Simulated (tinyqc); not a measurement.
Valence-band anticrossing with a localised impurity level: one step. Dispersion.

Host valence band EM(k) = al x - c k^2/mM, c = hbar^2/2m0, coupled to a flat level EI by V = C sqrt(x): H = [[EM, V], [V, EI]], E+/- = (EM + EI)/2 +/- sqrt((EM - EI)^2/4 + V^2). The host weight of a state at E is f = 1/(1 + V^2/(E - EI)^2), and its mass at k = 0 is mM/f. The gap is Eg - E+(0), the conduction edge staying at Eg.

Constants: hbar^2/2m0 = 3.80998211 eV angstrom^2.

Parameters, chosen for this exercise (host near GaAs; the results hold for these values, not for the real material): Eg = 1.502 eV (gap at Gamma to the s-like level); mM = 0.43 m0 (mass of the host band); EI = -0.215 eV (impurity level, from the valence top of the host); C = 1.13 eV (coupling); al = 0.5 eV (linear shift of the host edge); x = 0.0031 (impurity fraction).

Problem. Seven points from k = 0 to 0.3 1/angstrom.

Give: a table of k (1/angstrom), EM, E-, E+, host weight of E+.

Solution.

Levels (eV):
```
k (1/angstrom)       EM       E-       E+  host weight of E+
0.000            0.0015  -0.2320   0.0185              0.932
0.050           -0.0206  -0.2336  -0.0020              0.920
0.100           -0.0871  -0.2408  -0.0613              0.856
0.150           -0.1978  -0.2699  -0.1429              0.568
0.200           -0.3529  -0.3773  -0.1906              0.131
0.250           -0.5522  -0.5636  -0.2036              0.032
0.300           -0.7959  -0.8026  -0.2083              0.011
```

E+ flattens towards EI = -0.215 eV, which it cannot cross: its width is bounded by 0.234 eV, of which 97 % is used up at the last point. The unmixed host band crosses EI at k = 0.1563 1/angstrom, where the splitting is smallest, 2V = 0.126 eV.

(tinyqc, `OMP_NUM_THREADS=1 python tinyqc.py 1080199 1080200 out.jsonl`, Intel(R) Xeon(R) Processor @ 2.30GHz, 1 thread, shared host, about 0.01 s.)
